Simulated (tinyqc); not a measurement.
The best anneal temperature for the time t: solubility, supersaturation, precipitation and gettering of an impurity in a silicon-like host. Computed by tinyqc, a small Python program. Command: `OMP_NUM_THREADS=1 python tinyqc.py 3017409 3017410 out.jsonl ripen walk`. One thread of a shared host (Intel(R) Xeon(R) Processor @ 2.30GHz), about 0.01 s of CPU time with the checks.

The wafer was saturated at T1 and is then held at T.

Inputs (values chosen for the exercise, for a model impurity):

| quantity | value | unit |
|---|---|---|
| site density N0 | 5e+22 | 1/cm^3 |
| enthalpy of solution H | 3.21 | eV |
| entropy of solution S | 8 | k_B |
| diffusion prefactor D0 | 0.0011 | cm^2/s |
| migration energy Q | 0.667 | eV |
| temperature of saturation T1 | 1400 | K |
| anneal temperature T | 1135 | K |
| sink density n | 3.9e+10 | 1/cm^3 |
| initial sink radius r0 | 6 | nm |
| impurity density in the precipitate C_p | 3e+22 | 1/cm^3 |
| interface energy gamma | 0.6 | J/m^2 |
| anneal time t | 1.5 | s |

Constants: k_B = 8.617333262e-05 eV/K; k_B = 1.380649e-23 J/K.

Method:
- C_eq(T) = N0 exp(S/k_B - H/(k_B T)); D(T) = D0 exp(-Q/(k_B T)); C0 = C_eq(T1). Supersaturation s = C0/C_eq(T); critical radius r* = 2 gamma/(C_p k_B T ln s); barrier W* = (4 pi/3) gamma r*^2. Strain energy is left out.
- r_f = [r0^3 + 3 (C0 - C_eq)/(4 pi n C_p)]^(1/3), tau_f = 1/(4 pi n r_f D).
- Growing sinks: with y = r/r_f and y0 = r0/r_f, dy/dt = (1 - y^3)/(3 tau_f y), which integrates to t/tau_f = F(y) - F(y0), F(y) = (1/2) ln[(1 + y + y^2)/(1 - y)^2] - sqrt(3) arctan[(2y + 1)/sqrt(3)]; the share of the excess left is (1 - y^3)/(1 - y0^3), and C(t) = C_eq + (C0 - C_eq) x share.

C0 = 4.14796e+14 1/cm^3

Dissolved share after t:

| T (K) | C_eq/C0 | tau_f (s) | C(t)/C0 |
|---|---|---|---|
| 630 | 7.5270e-15 | 5.9991e+02 | 0.99776 |
| 728 | 2.1547e-11 | 1.1476e+02 | 0.98835 |
| 840 | 1.9785e-08 | 2.7806e+01 | 0.95269 |
| 952 | 3.6486e-06 | 9.4046e+00 | 0.86579 |
| 1064 | 2.2434e-04 | 3.9963e+00 | 0.70991 |
| 1176 | 6.2944e-03 | 2.0000e+00 | 0.50209 |
| 1274 | 7.1970e-02 | 1.2130e+00 | 0.36086 |
| 1344 | 3.3001e-01 | 9.0693e-01 | 0.46616 |

What does the comparison show, and why?

The lowest dissolved share among these rows is 0.36 at 1274 K. Above it solubility sets the floor; below it diffusion is too slow for this time. Solubility falls with H = 3.21 eV and diffusion with Q = 0.667 eV. Caution: the barrier to homogeneous nucleation is below 35 k_B T for these inputs, so new precipitates would form and outnumber the fixed sinks assumed here.

Extremes, crossings and ranges named in words are read from the listed rows.
